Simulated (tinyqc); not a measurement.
# Thin-body transistor below threshold, two-dimensional Poisson equation on a small mesh: what changes with what

A thin body on a thick buried insulator of low permittivity, taken as carrying no normal field at the bottom of the body (row 0). Mobile charge is neglected (subthreshold), the body is fully depleted, and potentials are counted from the intrinsic level; rows run upward to the gate, columns from source to drain.

Inputs (values chosen for the exercise); semiconductor permittivity close to that of silicon: temperature T = 350 K; relative permittivity of the semiconductor eps_r = 11.6; relative permittivity of the insulator eox = 7.5; body thickness tb = 6 nm; insulator thickness tox = 3.2 nm; channel length L = 50 nm; acceptor density of the depleted body Na = 0 cm^-3; potential of the source Vbi = 0.47 V; gate offset Vfb = 0.09 V; gate voltage Vg = 0 V; drain voltage Vd = 0.5 V.

Constants: q = 1.602176634e-19 C, kB = 1.380649e-23 J/K, Vt = kB T/q, eps0 = 8.8541878128e-14 F/cm where lengths are in cm. Results are converted to the units shown.

Each table varies one quantity; the others keep the values above.

## Effect of the insulator thickness

Mesh: rows i = 0..12 in the semiconductor (step hs = tb/12, row 12 on the interface), then 8 step(s) ho = tox/8 up to the gate row 20; columns j = 0..80 (step hy = L/80). Box integration, divided by eps0: up_i = eps hy/h of the interval above row i, dn_i = that of the interval below (0 for row 0), lat_i = (sum of eps h/2 over the intervals above and below)/hy, s_i = -q Na w_i hy/eps0 with w_i the semiconductor height of the box (hs/2 for row 0 and the interface row, hs between, 0 in the insulator). Each free node obeys (up + dn + 2 lat) psi = up psi(above) + dn psi(below) + lat [psi(left) + psi(right)] + s. Fixed values: gate row Vg - Vfb; column 0 at Vbi and the last column at Vbi + Vd in the semiconductor, each running linearly to Vg - Vfb across the insulator. The system is solved directly. On row 0 the minimum of psi and its place come from a parabola through the three lowest nodes; barrier = Vbi - minimum, swing = Vt ln 10/(d psi/dVg), DIBL = (d psi/dVd)/(d psi/dVg) there. Lambda = pi/k with k the smallest positive root of tan(k tox) tan(k tb) = eox/eps_r.

Effect of the insulator thickness:

| tox (nm) | L/Lambda | barrier (V) | place y/L | swing (mV/decade) | DIBL (mV/V) |
|---|---|---|---|---|---|
| 1.3 | 3.143 | 0.5464 | 0.4677 | 70.76 | 6.518 |
| 1.8 | 2.887 | 0.5401 | 0.4648 | 71.39 | 9.652 |
| 2.4 | 2.638 | 0.5311 | 0.4615 | 72.30 | 14.17 |
| 3.4 | 2.320 | 0.5137 | 0.4561 | 74.14 | 23.32 |
| 4.6 | 2.039 | 0.4897 | 0.4500 | 76.82 | 36.58 |
| 6.4 | 1.739 | 0.4506 | 0.4410 | 81.66 | 60.30 |

As tox goes from 1.3 to 6.4 nm, the barrier falls from 0.546 to 0.451 V, the swing rises from 70.8 to 81.7 mV a decade and DIBL rises from 6.52 to 60.3 mV/V; the ideal swing is 69.4. L/Lambda goes from 3.1 to 1.7.

## Effect of the drain voltage

Same model as above.

Result of one run:

| Vd (V) | L/Lambda | barrier (V) | place y/L | swing (mV/decade) | DIBL (mV/V) |
|---|---|---|---|---|---|
| 1.05 | 2.376 | 0.5075 | 0.4291 | 74.14 | 17.39 |

What becomes of these results when the drain voltage Vd is changed from 1.05 to 0.25 V, all else the same?

Result of the changed run:

| Vd (V) | L/Lambda | barrier (V) | place y/L | swing (mV/decade) | DIBL (mV/V) |
|---|---|---|---|---|---|
| 0.25 | 2.376 | 0.5227 | 0.4752 | 73.59 | 24.37 |

The whole series:

| Vd (V) | L/Lambda | barrier (V) | place y/L | swing (mV/decade) | DIBL (mV/V) |
|---|---|---|---|---|---|
| 0.05 | 2.376 | 0.5277 | 0.4943 | 73.52 | 28.06 |
| 0.25 | 2.376 | 0.5227 | 0.4752 | 73.59 | 24.37 |
| 0.45 | 2.376 | 0.5184 | 0.4604 | 73.71 | 21.85 |
| 0.65 | 2.376 | 0.5145 | 0.4483 | 73.84 | 19.99 |
| 0.85 | 2.376 | 0.5108 | 0.4380 | 73.99 | 18.55 |
| 1.05 | 2.376 | 0.5075 | 0.4291 | 74.14 | 17.39 |

As Vd goes from 0.05 to 1.05 V, the barrier falls from 0.528 to 0.507 V, the swing rises from 73.5 to 74.1 mV a decade and DIBL falls from 28.1 to 17.4 mV/V; the ideal swing is 69.4. The barrier top moves from y/L = 0.494 to 0.429, towards the source.

## Effect of the gate voltage

Same model as above.

Results:

| Vg (V) | L/Lambda | barrier (V) | place y/L | swing (mV/decade) | DIBL (mV/V) |
|---|---|---|---|---|---|
| -0.2 | 2.376 | 0.7058 | 0.4661 | 73.66 | 22.78 |
| -0.12 | 2.376 | 0.6304 | 0.4630 | 73.68 | 22.27 |
| -0.04 | 2.376 | 0.5550 | 0.4593 | 73.72 | 21.67 |
| 0.12 | 2.376 | 0.4044 | 0.4490 | 73.83 | 20.10 |
| 0.2 | 2.376 | 0.3292 | 0.4415 | 73.93 | 19.03 |

Estimate the missing row, Vg = 0.04 V.

Computed row:

| Vg (V) | L/Lambda | barrier (V) | place y/L | swing (mV/decade) | DIBL (mV/V) |
|---|---|---|---|---|---|
| 0.04 | 2.376 | 0.4797 | 0.4548 | 73.76 | 20.97 |

With this row back in the table: As Vg goes from -0.2 to 0.2 V, the barrier falls from 0.706 to 0.329 V, the swing stays near 73.8 mV a decade and DIBL falls from 22.8 to 19.0 mV/V; the ideal swing is 69.4. The barrier top moves from y/L = 0.466 to 0.442, towards the source.

Computed by the program tinyqc: `OMP_NUM_THREADS=1 python tinyqc.py 2480163 2480164 out.jsonl`, one thread of a shared Intel Xeon 2.30GHz, about 0.1 s for the whole run.
